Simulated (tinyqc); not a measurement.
Frequency dispersion of an accumulation capacitance by border traps, distributed model: one step of the calculation.

Traps spread evenly through the insulator exchange electrons with the semiconductor by tunnelling, with tau(x) = t0 exp(2 ka x) at depth x from the interface. The admittance per area Y seen at depth x obeys dY/dx = -Y^2/(i w eps0 eox) + q Nb ln(1 + i w tau)/tau, with Y(0) = i w Cs and w = 2 pi f; the gate sees Y(tox) = G + i w C. Working variable y = Y/(i w), in uF/cm^2. Cox = eps0 eox/tox.

Problem. Scales and lumped estimate. Cox; trap-free value 1/(1/Cox + 1/Cs); response depth d = ln(1/(w t0))/(2 ka), where w tau = 1; lumped estimate: all traps within d act as C_bt = q Nb d placed at d/2, so C = 1/{1/[1/(1/Cs + d/(2 eps0 eox)) + C_bt] + (tox - d/2)/(eps0 eox)}.

Parameters, values chosen for the exercise; permittivity close to that of silicon dioxide:
```
symbol   value         unit                                               meaning
eox       4.08                             relative permittivity of the insulator
tox        3.1           nm                                   insulator thickness
Cs         7.2      uF/cm^2             semiconductor capacitance in accumulation
Nb      1.4e19  cm^-3 eV^-1                               density of border traps
ka         5.3         1/nm  decay constant of the wave function in the insulator
t0       3e-10            s              time constant of a trap at the interface
f        10000           Hz                                             frequency
```

Constants: q = 1.602176634e-19 C, eps0 = 8.8541878128e-14 F/cm where lengths are in cm. Results are converted to the units shown.

Wanted: Cox; trap-free C; d; C_bt; lumped C.

Solution.

Cox = 1.165 uF/cm^2
trap-free C = 1.003 uF/cm^2
d = 1.026 nm
C_bt = 0.2302 uF/cm^2
lumped C = 1.020 uF/cm^2

The traps within reach amount to 0.0320 Cs and lie in the first 33.1 % of the insulator.

tinyqc, about 0.4 s, one thread, Intel Xeon 2.30GHz (shared host): `OMP_NUM_THREADS=1 python tinyqc.py 2202212 2202213 out.jsonl`
